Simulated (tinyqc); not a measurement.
Physical sputtering: collision-cascade yield, angular dependence, faceting and resputtering in deposition. Changing the angle of incidence. Computed by tinyqc, a small Python program. Command: `OMP_NUM_THREADS=1 python tinyqc.py 3026647 3026648 out.jsonl sputter sweep`. One thread of a shared host (Intel(R) Xeon(R) Processor @ 2.30GHz), about 0.01 s of CPU time with the checks.

Ions start collision cascades; atoms that reach the surface with more than U leave. The target is amorphous or fine-grained.

Inputs (values chosen for the exercise, modelled on krypton ions on aluminium):
```
quantity                    value     unit
ion Z1                         36        -
ion mass M1                  83.8        u
target Z2                      13        -
target mass M2              26.98        u
surface binding energy U     3.39       eV
target density N             60.2   1/nm^3
fit factor Q                 0.98        -
ion energy E                14000       eV
current density J             2.4  mA/cm^2
angular exponent f            1.6        -
angle of the largest yield     76  degrees
```

Constants: e = 1.602176634e-19 C.

Method:
- gamma = 4 M1 M2/(M1 + M2)^2; threshold E_th = 6.7 U/gamma for M1 >= M2, else U (1 + 5.7 M1/M2)/gamma. eps = 0.03255 M2 E/(Z1 Z2 (M1 + M2) z), z = (Z1^(2/3) + Z2^(2/3))^(1/2), E in eV; s_n = 3.441 sqrt(eps) ln(eps + 2.718)/(1 + 6.355 sqrt(eps) + eps (6.882 sqrt(eps) - 1.708)); S_n = 84.78 Z1 Z2 M1 s_n/((M1 + M2) z) in eV angstrom^2; alpha = 0.249 (M2/M1)^0.56 + 0.0035 (M2/M1)^1.5 for M1 <= M2, else 0.0875 (M2/M1)^(-0.15) + 0.165 M2/M1; Y0 = 0.042 Q alpha S_n/U [1 - sqrt(E_th/E)]^2.5 (the electronic-loss factor of the full formula is dropped).
- Erosion rate = Y0 J/(e N); 1 cm^2 = 1e14 nm^2.
- Angular law: Y/Y0 = t^f exp(-f cos(a_opt)(t - 1)), t = 1/cos(angle), largest at a_opt. A plane tilted by the angle recedes along the beam at a speed proportional to Y(angle), and along its own normal as Y cos(angle).

One run for each value; columns: (1) angle of incidence (degrees); (2) Y/Y0 at the angle; (3) normal speed relative to a flat surface; (4) yield at the angle (atoms per ion):
```
(1)     (2)     (3)     (4)
0    1.0000  1.0000   4.193
15   1.0427  1.0072   4.372
30   1.1856  1.0268   4.971
40   1.3610  1.0426   5.706
50   1.6356  1.0513   6.858
60   2.0585  1.0292   8.631
70   2.6431  0.9040  11.082
75   2.8695  0.7427  12.031
80   2.6095  0.4531  10.941
85   0.8607  0.0750   3.609
```

What does the table show, and why?

Over the rows, Y/Y0 at the angle goes from 1.00 through a maximum among these rows, 2.87 at 75.0, to 0.861; normal speed relative to a flat surface goes from 1.00 through a maximum among these rows, 1.05 at 50.0, to 0.0750; yield at the angle (atoms per ion) goes from 4.19 through a maximum among these rows, 12.0 at 75.0, to 3.61. Oblique ions deposit their energy nearer the surface until reflection sets in; the normal speed peaks at a smaller angle than the yield, as the beam spreads over more area.

Extremes, crossings and ranges named in words are read from the listed rows.
